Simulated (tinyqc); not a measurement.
Gupta-type many-body potential for a metal: one step, computed by the program tinyqc.

E_i = sum_j A exp(-p (r_ij/r0 - 1)) - xi rho_i^gamma, with rho_i = sum_j exp(-2 q (r_ij/r0 - 1)); gamma = 1/2 is the tight-binding second-moment form. The crystal is fcc unless stated; d is the neighbour distance and a fixed number of shells is kept.

Task: Equilibrium of the fcc crystal. fcc shells: d sqrt(k), k = 1..5, with 12, 6, 24, 12, 24 atoms; Omega = d^3/sqrt2. Equilibrium: dE/dd = 0; B = d^2 E''(d)/(9 Omega).

Inputs (values chosen for the exercise, for a model metal):
```
quantity                  value      unit
repulsion A               0.106        eV
hopping xi                 1.53        eV
decay p                    10.8         -
decay q                    3.09         -
reference distance r0     2.889  angstrom
shells kept                   3         -
embedding exponent gamma   0.45         -
```

Constants: 1 eV/angstrom^3 = 160.2176634 GPa.

Give: neighbour distance d; lattice constant; cohesive energy E_c; bulk modulus B.

Result:

neighbour distance d = 2.892 angstrom

lattice constant = 4.089 angstrom

cohesive energy E_c = 3.526 eV

bulk modulus B = 112.9 GPa
